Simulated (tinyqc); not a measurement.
What each parameter does: Shockley state of an s-p chain by decimation.

Each site has s at -d/2 and p at +d/2: H0 = diag(-d/2, d/2). The block to the next site on the right is H1 = [[-ts, u], [-u, tp]] (rows s, p of site n; columns s, p of site n + 1). Bulk: H(k) = [[-d/2 - 2 ts cos k, 2i u sin k], [-2i u sin k, d/2 + 2 tp cos k]]. The bands are inverted at k = pi if d < 2 (ts + tp).

Decimation (Sancho-Rubio) at z = E + i eta: start with es = e = H0, A = H1, B = H1^T. Each round forms g = (z - e)^-1 and sets es += A g B, e += A g B + B g A, A = A g A, B = B g B, doubling the length covered. Stop when all |A| < 1e-10. Surface G = (z - es)^-1, bulk G = (z - e)^-1; densities -Im tr G/pi.

Inputs chosen for the exercise:
```
symbol  value  unit  meaning
d       7.01   eV    Ep - Es
ts      1.46   eV    s-s hopping
tp      1.06   eV    p-p hopping
u       0.73   eV    s-p hopping
E       0.13   eV    energy
eta     0.01   eV    broadening
```

Gap edges from 201 k points between 0 and pi, and the surface density at E by decimation.

Results for these values:
```
case,top of lower band (eV),bottom of upper band (eV),surface density (1/eV)
base,-0.5850,1.3850,0.0009
```

What happens to each result for d = 7.711 eV, all else kept?

Answer: top of lower band falls from -0.5850 to -0.9355; bottom of upper band rises from 1.3850 to 1.7355; surface density falls from 0.0009 to 0.0006.

The same for each parameter in turn:
```
case,top of lower band (eV),bottom of upper band (eV),surface density (1/eV)
base,-0.5850,1.3850,0.0009
d = 7.711 eV,-0.9355,1.7355,0.0006
ts = 1.606 eV,-0.2930,1.3850,0.0011
tp = 1.166 eV,-0.5850,1.1730,0.0009
u = 0.803 eV,-0.5850,1.3850,0.0009
eta = 0.02 eV,-0.5850,1.3850,0.0018
```

The base chain is not inverted, so no surface state lies in the gap; E lies in the gap.

Run: tinyqc, `OMP_NUM_THREADS=1 python tinyqc.py 1481964 1481965 out.jsonl`; Intel(R) Xeon(R) Processor @ 2.30GHz, one thread, shared host; about 0.2 s of CPU time with all checks.
